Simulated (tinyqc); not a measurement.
Comparisons within one model: deformation potentials from a strained empirical pseudopotential. A value that a table varies takes the place of the one given here.

Diamond lattice, no spin-orbit coupling. Atomic form factor V(q) = a1 (q^2 - a2)/(a3 exp(a4 q^2) - 1) in rydberg with q in 1/bohr, for the unstrained cell. Under a strain e the reciprocal vectors and k go over into (1 + e)^(-1) G, the atoms sit at +/- tau with tau = (1 + e) a (1,1,1)/8 - zeta a (eyz, ezx, exy)/4, and H(G,G') = c |k + G|^2 delta + (V(q)/det(1 + e)) cos(q.tau), q = G - G', with the term q = 0 left out; c = hbar^2/2m0. The basis is fixed before straining: all G with |k + G|^2 up to 16 (2 pi/a)^2. k is given in units of 2 pi/a of the unstrained cell.

Constants: hbar^2/2m0 = 3.80998211 eV angstrom^2; Ry = 13.60569312 eV; a0 (Bohr radius) = 0.5291772105 angstrom.

Parameters, chosen for this exercise (near those of Si; not measured data): a = 5.436 angstrom (lattice constant); A = (0.531, 2.174, 2.042, 0.481) (a1 (Ry bohr^2), a2 (1/bohr^2), a3, a4 (bohr^2)); h = 0.004 (size of the test strain); kD = 0.82 2 pi/a (position of the Delta minimum); a1 = 0.531; a2 = 2.174; a3 = 2.042; a4 = 0.481.

## The internal displacement

Xu of L (level 5, the lowest empty one) and d from exy = eyz = ezx = h for several zeta: Xu = [E(L [111]) - E(L [1-1-1])]/((8/3) h), d = (single valence level - pair)/(3 sqrt(3) h). zeta = 0 strains the bonds with the lattice; zeta = 1 keeps all four bond lengths equal to first order.

Results:

| zeta | Xu (L) (eV) | d (eV) |
|---|---|---|
| 0.00 | 11.18 | 0.80 |
| 0.25 | 11.53 | -1.54 |
| 0.50 | 11.89 | -3.87 |
| 0.60 | 12.04 | -4.80 |
| 0.75 | 12.28 | -6.20 |
| 1.00 | 12.67 | -8.52 |

From zeta = 0 to 1, d goes from 0.80 to -8.52 eV and Xu (L) from 11.18 to 12.67 eV, both nearly linearly: the displacement is an optical-phonon mode, and d = d(0) - zeta d0/4 gives its deformation potential d0 = 37 eV. Leaving the relaxation out (zeta = 0 for 0.5) moves d by +4.67 eV, which reverses its sign, and Xu (L) by -0.71 eV. Tetragonal strain has no such freedom.

## Size of the test strain

e = diag(-h/2, -h/2, h). Xu = [E(Delta z) - E(Delta x)]/(1.5 h) at fixed kD, b = [E(Z) - E(X, Y)]/(4.5 h); one-sided from +h alone, central from +h and -h.

Results (eV):

| h | Xu one-sided | Xu central | b one-sided | b central |
|---|---|---|---|---|
| 0.0010 | 8.014 | 8.019 | -3.292 | -3.288 |
| 0.0025 | 8.007 | 8.019 | -3.298 | -3.288 |
| 0.0050 | 7.994 | 8.020 | -3.308 | -3.288 |
| 0.0100 | 7.970 | 8.021 | -3.328 | -3.288 |
| 0.0200 | 7.923 | 8.025 | -3.369 | -3.288 |
| 0.0300 | 7.878 | 8.032 | -3.410 | -3.290 |

From h = 0.001 to 0.03 the one-sided Xu drifts by -0.136 eV and the central one by +0.012 eV; for b the drifts are -0.118 and -0.002 eV. The central difference cancels the term of second order in the strain, so its error goes as h^2. At h = 0.02 the linear law errs by 1.2 % for the valley splitting and 2.5 % for the valence splitting.

## What each parameter of the potential does

Gaps from the valence top to level 8 at Gamma and level 5 at (kD,0,0) and L, and their deformation potentials [E(+h) - E(-h)]/(3 ln((1 + h)/(1 - h))) for e = +/- h 1, h = 0.002. The row for the lattice constant keeps V(q) without the volume factor, so it is not a strain. Each row changes one parameter from the base and keeps the others.

Results:

| case | Gamma (eV) | Delta (eV) | L (eV) | potential Gamma (eV) | potential Delta (eV) | potential L (eV) |
|---|---|---|---|---|---|---|
| base | 4.291 | 1.200 | 2.116 | -8.99 | 2.57 | -2.00 |
| a = 5.382 angstrom | 4.413 | 0.903 | 2.015 | -8.69 | 2.87 | -1.83 |
| a1 = 0.536 | 4.335 | 1.268 | 2.166 | -9.07 | 2.56 | -2.02 |
| a2 = 2.152 | 4.405 | 1.124 | 2.118 | -8.91 | 2.62 | -1.97 |
| a3 = 2.022 | 4.340 | 1.293 | 2.181 | -9.08 | 2.57 | -2.01 |
| a4 = 0.486 | 4.196 | 1.112 | 2.039 | -8.82 | 2.65 | -1.93 |

The largest shifts from the base row, up to three for each result and ties (the steps differ in size, so this ranks the rows, not the parameters). Gamma (eV): a +0.122, a2 +0.114, a4 -0.095. Delta (eV): a -0.297, a3 +0.094, a4 -0.087. L (eV): a -0.101, a4 -0.076, a3 +0.065. potential Gamma (eV): a +0.30, a4 +0.17, a3 -0.09. potential Delta (eV): a +0.30, a4 +0.08, a2 +0.05; unchanged at the printed digits by a3. potential L (eV): a +0.17, a4 +0.08, a2 +0.04.

Program tinyqc; command `OMP_NUM_THREADS=1 python tinyqc.py 1850860 1850861 out.jsonl`; about 0.2 s on one thread of a shared Intel(R) Xeon(R) Processor @ 2.30GHz.
